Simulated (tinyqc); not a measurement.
Tunnelling through a two-layer gate stack, WKB transmission and Tsu-Esaki current: one step of the calculation.

Electrons leave the emitter at x = 0. Energies E (motion across the layers) are in eV from the emitter Fermi level; the collector Fermi level lies at -V and offers states at every E. No charge in the dielectric and no image force: F1 = V/(t1 + t2 eps1/eps2), F2 = F1 eps1/eps2; U = phi1 - F1 x in layer 1 and phi2 - F1 t1 - F2 (x - t1) in layer 2. With C = hbar^2/(2 m0), kappa = sqrt(m (U - E)/C) where U > E and 0 elsewhere; T(E) = exp(-S), S = 2 times the integral of kappa over x.

Task. WKB exponent by the midpoint rule. Cut each layer into nc equal cells, take U and kappa at the cell centres, and sum S = 2 sum kappa h.

Parameters, values chosen for the exercise; layer 1 close to silicon dioxide, layer 2 close to aluminium oxide:
```
symbol  value  unit                                                        meaning
phi1     3.11    eV  barrier of layer 1 above the emitter Fermi level at zero bias
m1       0.51    m0                                     tunnelling mass of layer 1
t1        0.8    nm                                           thickness of layer 1
eps1     3.88                                     relative permittivity of layer 1
phi2     2.51    eV                                barrier of layer 2 at zero bias
m2        0.4    m0                                     tunnelling mass of layer 2
t2        2.3    nm                                           thickness of layer 2
eps2     8.72                                     relative permittivity of layer 2
V         0.3     V                                  voltage across the dielectric
E       -0.13    eV                                energy of the electron followed
nc          6                                                  cells in each layer
```

Constants: q = 1.602176634e-19 C, hbar = 1.054571817e-34 J s, m0 = 9.1093837015e-31 kg, hbar^2/(2 m0) = 0.0380998212 eV nm^2. Results are converted to the units shown.

Wanted: x; U; kappa; S; T(E).

Result.

```
cell  x (nm)  U (eV)  kappa (1/nm)
0      0.067   3.099         6.574
1      0.200   3.077         6.552
2      0.333   3.055         6.530
3      0.467   3.033         6.507
4      0.600   3.011         6.485
5      0.733   2.989         6.462
6      0.992   2.364         5.117
7      1.375   2.336         5.089
8      1.758   2.308         5.059
9      2.142   2.280         5.030
10     2.525   2.252         5.001
11     2.908   2.224         4.971
```

S = 33.63
T(E) = 2.470e-15

Computed by the program tinyqc: `OMP_NUM_THREADS=1 python tinyqc.py 2540133 2540134 out.jsonl`, one thread of a shared Intel Xeon 2.30GHz, about 0.05 s for the whole run.
